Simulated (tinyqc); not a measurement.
Localisation in a chain with random site energies (transfer matrices), step by step. Values are carried at full precision from step to step, so a last printed digit may differ when a step is redone from the rounded ones.

Hopping -t; leads with site energy 0, E = -2t cos(ka). psi_(j+1) = ((e_j - E)/t) psi_j - psi_(j-1), a product of matrices M_j = [[(e_j - E)/t, -1], [1, 0]]. For M = M_N ... M_1 the transmission is T = 4 sin^2(ka)/|M21 - M12 + M22 exp(ika) - M11 exp(-ika)|^2. Long samples draw e_j = W (x_j/2147483647 - 1/2) from x_j = 16807 x_(j-1) mod 2147483647, starting at x0. The localisation length xi, in sites, is defined by ln T = -2N/xi on average; weak disorder gives xi = 24 (4t^2 - E^2)/W^2, and the mean free path for backscattering is xi/2.

Inputs chosen for the exercise:

| symbol | value | unit | meaning |
|---|---|---|---|
| t | 1.85 | eV | hopping |
| E | -2.25 | eV | energy |
| e | (-1.67, 0.8, -0.6, 0.08, 0.14, 0.6, 0) | eV | site energies of the short sample |
| W | 3.35 | eV | full width of the disorder |
| a | 3.2 | angstrom | spacing |

## The product of transfer matrices

Multiply site by site and give T for each length.

Running product:

| j | (e_j - E)/t | M11 | M12 | M21 | M22 | T |
|---|---|---|---|---|---|---|
| 1 | 0.3135 | 0.3135 | -1.0000 | 1.0000 | 0.0000 | 0.7557 |
| 2 | 1.6486 | -0.4831 | -1.6486 | 0.3135 | -1.0000 | 0.6146 |
| 3 | 0.8919 | -0.7444 | -0.4704 | -0.4831 | -1.6486 | 0.6422 |
| 4 | 1.2595 | -0.4544 | 1.0562 | -0.7444 | -0.4704 | 0.6605 |
| 5 | 1.2919 | 0.1573 | 1.8349 | -0.4544 | 1.0562 | 0.6357 |
| 6 | 1.5405 | 0.6968 | 1.7705 | 0.1573 | 1.8349 | 0.5157 |
| 7 | 1.2162 | 0.6901 | 0.3185 | 0.6968 | 1.7705 | 0.5157 |

T is 0.5157 for the whole sample and does not fall steadily (it rises at j = 3 and 4): reflected waves interfere. The determinant of M stays 1.

## The same sites added without interference

One site alone reflects R_j = e_j^2/(e_j^2 + 4t^2 - E^2); incoherent addition sums R/(1 - R), and T = 1/(1 + sum).

R_j: 0.2443  0.0691  0.0401  0.0007  0.0023  0.0401  0.0000

sum of R/(1 - R) = 0.4839
T without interference = 0.6739

The coherent product gives 0.5157 for this sample.

## Weak-disorder lengths

Form ka, xi, xi a and the mean free path xi a/2.

ka = 0.9171 rad
xi = 18.45 sites

lengths (nm): localisation 5.904, mean free path 2.952

The formula needs xi well above one site.

## Checks

- T from the product against the Green function: both 0.51574.

(tinyqc, `OMP_NUM_THREADS=1 python tinyqc.py 1480081 1480082 out.jsonl`, Intel(R) Xeon(R) Processor @ 2.30GHz, 1 thread, shared host, about 0.08 s.)
